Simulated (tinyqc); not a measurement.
What each parameter does: averaged masses of warped heavy- and light-hole bands.

Four-band hole energies E = c k^2 f(u), c = hbar^2/2m0, f = g1 -/+ 2 sqrt(g2^2 + 3 (g3^2 - g2^2) s), s = ux^2 uy^2 + uy^2 uz^2 + uz^2 ux^2 for the unit vector u; minus for heavy, plus for light holes; the mass along u is 1/f.

Grid: n x n midpoints in cos(theta) from 0 to 1 and phi from 0 to pi/2, equal weights. m_d = <f^(-3/2)>^(2/3). Conductivity mass for one scattering time: 1/m_c = <|w|^2 f^(-5/2)>/<f^(-3/2)> with w = grad_k(k^2 f)/(2 k), that is |w|^2 = f^2 + |angular gradient of f|^2/4.

Inputs chosen for the exercise (out of a larger set: near those of GaP; not measured data): g1 = 4.09 (Luttinger gamma1); g2 = 0.49 (gamma2); g3 = 1.24 (gamma3).

n = 40.

One parameter was then changed.

Results before and after:
```
case     m_d heavy (m0)  m_c heavy (m0)  m_d light (m0)  m_c light (m0)
base             0.4915          0.4351          0.1655          0.1622
changed          0.4927          0.4375          0.1652          0.1621
```

Which of these changes was made? (a) g1 = 4.213; (b) g3 = 1.203; (c) g2 = 0.505.
Answer: (c) g2 = 0.505. Of the candidates, run in turn, only this one gives the changed row.

All candidates:
```
case        m_d heavy (m0)  m_c heavy (m0)  m_d light (m0)  m_c light (m0)
base                0.4915          0.4351          0.1655          0.1622
g1 = 4.213          0.4627          0.4146          0.1621          0.1590
g2 = 0.505          0.4927          0.4375          0.1652          0.1621
g3 = 1.203          0.4775          0.4291          0.1668          0.1638
```

tinyqc: `OMP_NUM_THREADS=1 python tinyqc.py 1081449 1081450 out.jsonl`; about 0.01 s, one thread, shared Intel(R) Xeon(R) Processor @ 2.30GHz.
